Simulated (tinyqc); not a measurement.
## Inverter chain driving a load

N inverters, each f = Hc^(1/N) times larger than the one before: delay tau N (f + pp). Switched capacitance in units of the first input, with output capacitance pp times the input: Hc + (1 + pp)(Hc - 1)/(f - 1).

Inputs (values chosen for the exercise): load over the input capacitance of the chain Hc = 700; parasitic delay of an inverter pp = 1; delay unit tau = 2 ps.

Inverter chain driving a load:

| N | f | delay (ps) | switched capacitance |
|---|---|---|---|
| 2 | 26.46 | 109.8 | 754.9 |
| 3 | 8.879 | 59.27 | 877.4 |
| 4 | 5.144 | 49.15 | 1037 |
| 5 | 3.707 | 47.07 | 1216 |
| 6 | 2.980 | 47.76 | 1406 |
| 7 | 2.549 | 49.69 | 1602 |
| 8 | 2.268 | 52.29 | 1803 |
| 9 | 2.071 | 55.27 | 2006 |

The delay goes from 110 through a minimum of 47.1 (at N = 5 among the rows listed) to 55.3 ps. The best stage effort solves pp + rho (1 - ln rho) = 0, rho = 3.59, which gives N = ln Hc/ln rho = 5.12. One stage fewer than the best costs 4.4 % in delay and saves 15 % of the switched capacitance.

Program tinyqc, `OMP_NUM_THREADS=1 python tinyqc.py 2082070 2082071 out.jsonl`; Intel Xeon 2.30GHz, shared host, one thread, about 0.01 s.
